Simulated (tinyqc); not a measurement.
From one set of inputs to another, one input at a time: time-domain thermoreflectance: layered heat flow under a modulated pulse train, and what the signal ratio measures. Computed by tinyqc, a small Python program. Command: `OMP_NUM_THREADS=1 python tinyqc.py 3110265 3110266 out.jsonl tdtr ladder`. One thread of a shared host (Intel(R) Xeon(R) Processor @ 2.30GHz), about 0.3 s of CPU time with the checks.

Pulses repeat at 80 MHz; heat is laid down at the surface, all layers are isotropic, and the film is in perfect contact with the substrate.

The inputs printed are set A. Set A is modelled on aluminium on GaAs; the values taken over come from a set modelled on aluminium on sapphire. Inputs not listed in the table keep their values of set A, so the rows need not describe a real material.

Inputs (values chosen for the exercise, modelled on aluminium on GaAs):
```
quantity                                value        unit
metal thickness d                         100          nm
metal conductivity                        200     W/(m K)
metal heat capacity                      2.42  MJ/(m^3 K)
boundary conductance G under the metal     42  MW/(m^2 K)
film thickness                             13          nm
film conductivity                        0.47     W/(m K)
film heat capacity                        2.6  MJ/(m^3 K)
substrate conductivity kappa             48.5     W/(m K)
substrate heat capacity C                1.77  MJ/(m^3 K)
modulation frequency f                      2         MHz
spot radius w (1/e^2, pump and probe)     6.6  micrometre
delay t                                   110          ps
```

Stack: metal, film, substrate.

Method:
- For radial wave number k and angular frequency W each layer has u = sqrt(4 pi^2 k^2 + i W C/kappa) and gamma = kappa u. Surface impedance from below: Z = 1/gamma for the substrate; a layer of thickness L maps Z to (Z + tanh(u L)/gamma)/(1 + gamma Z tanh(u L)); a boundary adds 1/G.
- Response per absorbed watt H(W) = 2 pi int_0^(2/w) Z(k, W) exp(-pi^2 k^2 w^2) k dk by 20 Gauss-Legendre points.
- Signal: X + iY = sum_(m = -M..M) H(2 pi (f + m f_r)) exp(i 2 pi m f_r t) exp(-pi (m/M)^2 x 4), f_r = 80 MHz, M = 4000, with H(-W) the complex conjugate of H(W); V_in = X, V_out = Y, ratio = -V_in/V_out.

Each row keeps all changes above it:
```
input moved                                         from    to  V_in (K/mW)  V_out (K/mW)  phase of H(2 pi f) (degrees)
set A                                                  -     -      0.64058      -0.18832                       -24.369
spot radius w (1/e^2, pump and probe) (micrometre)   6.6   9.7      0.30239      -0.09836                       -26.273
modulation frequency f (MHz)                           2    12      0.17959      -0.08470                       -50.453
substrate heat capacity C (MJ/(m^3 K))              1.77     3      0.18219      -0.08204                       -48.814
film thickness (nm)                                   13    37      0.16420      -0.12077                       -63.077
film conductivity (W/(m K))                         0.47  0.52      0.16689      -0.11714                       -61.625
delay t (ps)                                         110  3700      0.10003      -0.13339                       -61.625
substrate conductivity kappa (W/(m K))              48.5  36.6      0.09920      -0.13340                       -61.911
```

V_in goes from 0.641 to 0.0992, a factor 0.155 in all. The largest single move comes from spot radius w (1/e^2, pump and probe) (a factor 0.472). V_out goes from -0.188 to -0.133, +0.0549 in all. The largest single move comes from spot radius w (1/e^2, pump and probe) (+0.09), and film thickness works against it (-0.0387). Phase of H(2 pi f) goes from -24.4 to -61.9, -37.5 in all. The largest single move comes from modulation frequency f (-24.2). The single moves hold for this order of the switches; the total does not depend on the order.

Extremes, crossings and ranges named in words are read from the listed rows.
